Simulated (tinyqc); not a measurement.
## Gain factor and gap resistance from two string resistances

Question. At small bit-line voltage each of the 48 cells has the resistance 1/(K x) at overdrive x (no mobility reduction) in series with a gap resistance Rg. Find K, Rg and the share of the gaps at the higher overdrive.

resistance of a string of 48 equal cells at overdrives of 3.2 and 7.1 V (kohm): [5985.4545, 3488.6556]

Solution. The resistance per cell is a straight line in 1/x with slope 1/K and intercept Rg.

K = 3.300 uA/V^2
Rg = 30.00 kohm
share of the gaps = 41.28 %

Program tinyqc, `OMP_NUM_THREADS=1 python tinyqc.py 2142231 2142232 out.jsonl`; Intel Xeon 2.30GHz, shared host, one thread, about 0.3 s.
